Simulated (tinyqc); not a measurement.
# Inverter chain driving a load

N inverters, each f = Hc^(1/N) times larger than the one before: delay tau N (f + pp). Switched capacitance in units of the first input, with output capacitance pp times the input: Hc + (1 + pp)(Hc - 1)/(f - 1).

Inputs (values chosen for the exercise):

| symbol | value | unit | meaning |
|---|---|---|---|
| Hc | 270 |  | load over the input capacitance of the chain |
| pp | 0 |  | parasitic delay of an inverter |
| tau | 1.2 | ps | delay unit |

Inverter chain driving a load:
```
N       f  delay (ps)  switched capacitance
3   6.463       23.27                 319.2
4   4.054       19.46                 358.1
5   3.064       18.38                 400.3
6   2.542       18.30                 444.4
7   2.225       18.69                 489.6
8   2.013       19.33                 535.5
9   1.863       20.12                 581.8
10  1.750       21.00                 628.5
```

What does the comparison show?

The delay goes from 23.3 through a minimum of 18.3 (at N = 6 among the rows listed) to 21.0 ps. The best stage effort solves pp + rho (1 - ln rho) = 0, rho = 2.72, which gives N = ln Hc/ln rho = 5.60. One stage fewer than the best costs 0.43 % in delay and saves 9.9 % of the switched capacitance.

Computed by the program tinyqc: `OMP_NUM_THREADS=1 python tinyqc.py 2082004 2082005 out.jsonl`, one thread of a shared Intel Xeon 2.30GHz, about 0.01 s for the whole run.
